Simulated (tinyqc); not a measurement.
# Counting rate against photon rate

True rate n = nph PDP (dark counts neglected); measured n/(1 + n td) for a non-paralysable detector, n exp(-n td) for a paralysable one.

Values chosen for this exercise:
```
symbol  value  unit    meaning
td         50    ns  dead time
```

PDP = 0.436

Counting rate against photon rate:
```
nph (1/s)     n td  non-paralysable (1/s)  paralysable (1/s)
4.6e5      0.01003                1.986e5            1.986e5
1.1e6      0.02398                4.684e5            4.682e5
2.4e6      0.05232                9.944e5            9.931e5
5.6e6       0.1221                2.176e6            2.161e6
1.3e7       0.2834                4.416e6            4.269e6
3e7         0.6540                7.908e6            6.801e6
6.9e7        1.504                1.201e7            6.685e6
1.6e8        3.488                1.554e7            2.132e6
3.7e8        8.066                1.779e7            5.066e4
```

What does the comparison show?

The non-paralysable rate climbs towards 1/td = 2.00e7 1/s and reaches 0.890 of it. The paralysable rate goes from 1.99e5 through a maximum of 6.80e6 (at nph = 3e7 1/s among the rows listed) to 50700 1/s; its true maximum, 1/(e td) = 7.36e6 1/s, lies at n td = 1, so a measured rate below that has two possible causes.

tinyqc, about 0.01 s, one thread, Intel Xeon 2.30GHz (shared host): `OMP_NUM_THREADS=1 python tinyqc.py 2630002 2630003 out.jsonl`
